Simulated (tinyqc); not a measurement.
## A and C from the efficiency peak

Problem. ABC model of an LED: J = q da (A n + Ba n^2 + Ca n^3), IQE = Ba n^2/(A n + Ba n^2 + Ca n^3), differential lifetime 1/(A + 2 Ba n + 3 Ca n^2). The peak lies at n = sqrt(A/Ca). Given Ba, find n at the peak, A and Ca.

Parameters, values chosen for the exercise: radiative coefficient of the active layer Ba = 4.7e-11 cm^3/s; thickness of the active layer da = 3.3 nm.

Constants: q = 1.602176634e-19 C. Results are converted to the units shown.

peak IQE = 90.098261 %
J at the peak = 2.1874373 A/cm^2

Solution. IQE J = q da Ba n^2 gives n. At the peak A n = Ca n^3, each being half of the non-radiative rate Ba n^2 (1/IQE - 1).

n at the peak = 8.91e17 cm^-3
A = 2.30e6 1/s
Ca = 2.90e-30 cm^6/s

Computed by the program tinyqc: `OMP_NUM_THREADS=1 python tinyqc.py 2300069 2300070 out.jsonl`, one thread of a shared Intel Xeon 2.30GHz, about 0.01 s for the whole run.
